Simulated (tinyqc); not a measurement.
Undoped symmetric double-gate MOSFET, analytic potential model: two steps of the calculation.

An undoped body of thickness ts between two equal insulators and tied gates; long channel, electrons only, n = ni exp((psi - V)/Vt) with V the quasi-Fermi potential (0 at the source, Vd at the drain), constant mobility, no quantisation. Across the body psi(x) = V - 2 Vt ln[(ts/(2 beta)) sqrt(q ni/(2 eps0 eps_r Vt)) cos(2 beta x/ts)], x from the centre. Q is the electron charge per area of the whole body.

Values chosen for this exercise; material values close to those of silicon:

| symbol | value | unit | meaning |
|---|---|---|---|
| T | 300 | K | temperature |
| Eg | 1.12 | eV | band gap |
| eps_r | 11.7 |  | relative permittivity of the semiconductor |
| Nc | 2.78e19 | cm^-3 | conduction-band density of states at T |
| Nv | 2.64e19 | cm^-3 | valence-band density of states at T |
| eox | 3.96 |  | relative permittivity of the gate insulator |
| tox | 1.5 | nm | insulator thickness |
| ts | 6 | nm | body thickness |
| dphi | 0.23 | V | gate work function less that of the intrinsic body |
| Vg | 0.62 | V | gate voltage |

Constants: q = 1.602176634e-19 C, kB = 1.380649e-23 J/K, Vt = kB T/q, eps0 = 8.8541878128e-14 F/cm where lengths are in cm. Results are converted to the units shown.

Task 1. Constants of the body. ni = sqrt(Nc Nv) exp(-Eg/(2 Vt)), Eg in volts; r = eps_r tox/(eox ts); V0 = dphi + 2 Vt ln[(2/ts) sqrt(2 eps0 eps_r Vt/(q ni))].

Give: ni; r; V0.

Result 1.

ni = 1.0598e10 cm^-3
r = 0.73864
V0 = 0.73863 V

Task 2. beta at the source by Newton steps in z = ln(tan beta). With V = 0, t = exp(z), beta = arctan(t): f = ln(beta) + (1/2) ln(1 + t^2) + 2 r beta t - (Vg - V0)/(2 Vt); with c = t/(1 + t^2), df/dz = c/beta + t c + 2 r t (c + beta); z(new) = z - f/(df/dz).

z at the start = 2
r = 0.73863636
V0 = 0.73863354 V

Give: beta; f; df/dz; z after iteration 1.

Result 2.

beta = 1.4363
f = 20.344
df/dz = 18.203
z after iteration 1 = 0.88242

tinyqc, about 0.02 s, one thread, Intel Xeon 2.30GHz (shared host): `OMP_NUM_THREADS=1 python tinyqc.py 2440023 2440024 out.jsonl`
